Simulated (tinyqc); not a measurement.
Worked calculation: classical Heisenberg spin chain: exact results, Metropolis, heat-bath and over-relaxation steps, and a Monte Carlo run. Computed by tinyqc, a small Python program that keeps every step. Command: `OMP_NUM_THREADS=1 python tinyqc.py 3130431 3130432 out.jsonl heismc walk`. One thread of a shared host (Intel(R) Xeon(R) Processor @ 2.30GHz), about 0.1 s of CPU time with the checks. Intermediate numbers are printed to about 5 digits and carried at full precision; extremes and crossings named in words are read from the listed rows.

E = -J sum_i s_i . s_(i+1) for unit vectors s_i on an open chain; K = J/(k_B T).

Inputs (values chosen for the exercise, for a model chain of large moments):

| quantity | value | unit |
|---|---|---|
| coupling J | 31 | meV |
| temperature T | 360 | K |
| moment mu | 4.5 | mu_B |
| length N of the open chain | 24 | - |
| seed | 958571 | - |

Update: heat bath.

Constants: k_B = 8.617333262e-05 eV/K; mu_B = 5.7883818060e-05 eV/T.

## Exact results

Each bond angle is independent, so u = <s_i . s_(i+1)> = coth K - 1/K, <s_i . s_(i+n)> = u^n, correlation length xi = -1/ln|u|, energy per bond -J u, heat capacity per bond c/k_B = 1 - K^2/sinh^2 K, and for the long chain chi = mu^2 (1 + u)/(3 k_B T (1 - u)) per spin.

K = 0.99928

u = 0.31284

xi = 0.86053 sites

energy per bond = -9.6979 meV

heat capacity = 0.27561 k_B/bond

chi over the Curie value = 1.9105

chi = 0.024062 mu_B/T per spin

## Finite chain

For N spins, <|sum s|^2>/N = (1 + u)/(1 - u) - 2 u (1 - u^N)/(N (1 - u)^2); the long chain has (1 + u)/(1 - u), chi over the Curie value, and the difference is relative to it.

<|sum s|^2>/N = 1.8553

difference from the long chain = -2.8898 %

## Four single-spin steps

four neighbouring spins (rows; components x, y, z):
```
         1        2       3
1  -0.9428  -0.2794  0.1817
2   0.1582   0.9710  0.1794
3   0.9149  -0.2377  0.3262
4  -0.0015  -0.7507  0.6606
```

random numbers, one row a step:
```
        1       2       3
1  0.4410  0.0155  0.0333
2  0.9348  0.8232  0.6008
3  0.7469  0.2635  0.1352
4  0.1229  0.1238  0.3065
```

The given spins are first normalised. Spins 2 and 3 are updated in turn, with h = K (sum of the two neighbours). Heat bath: cos(theta) = 1 + ln(1 - r1 (1 - exp(-2 |h|)))/|h| about n = h/|h|, azimuth 2 pi r2 = phi in the frame a = n x z/|n x z|, b = n x a: s = n cos(theta) + sin(theta)(a cos(phi) + b sin(phi)); r1, r2 are the first two numbers of the row.

Steps:

| spin | \|h\| | h . s before | h . s after | move | x | y | z |
|---|---|---|---|---|---|---|---|
| 2 | 0.7248 | -0.41510 | 0.31308 | heat bath | -0.91626 | -0.32087 | 0.23983 |
| 3 | 1.6725 | -0.29101 | -0.64864 | heat bath | 0.19094 | 0.85193 | 0.48760 |
| 2 | 1.1572 | 0.66525 | 0.03915 | heat bath | -0.53117 | 0.29804 | -0.79312 |
| 3 | 0.7110 | -0.55157 | 0.61309 | heat bath | -0.82878 | -0.23091 | -0.50972 |

## A run and its error bars

From the ordered state (alternating for J < 0), with each spin drawn from exp(h . s), h = K x sum of neighbours, 200 sweeps are discarded and 1600 recorded (even and odd sites in turn; random numbers not printed, so these rows are one sample). Errors are the scatter of block means over sqrt(number of blocks).

Blocking:

| block length | mean bond product | error | <\|sum s\|^2>/N | error |
|---|---|---|---|---|
| 1 | 0.31430 | 0.0027224 | 1.9346 | 0.037101 |
| 4 | 0.31430 | 0.0028745 | 1.9346 | 0.043145 |
| 16 | 0.31430 | 0.0031945 | 1.9346 | 0.046475 |
| 40 | 0.31430 | 0.0026170 | 1.9346 | 0.044610 |
| 80 | 0.31430 | 0.0028184 | 1.9346 | 0.049516 |

With blocks of 40 the bond product is 0.6 error bars from the exact u = 0.3128, and <|sum s|^2>/N is 1.8 from the exact 1.855. Blocking to 40 changes the two errors by factors 1.0 and 1.2.

Checks made by the program: c against a difference of the energy (relative difference 5e-10).
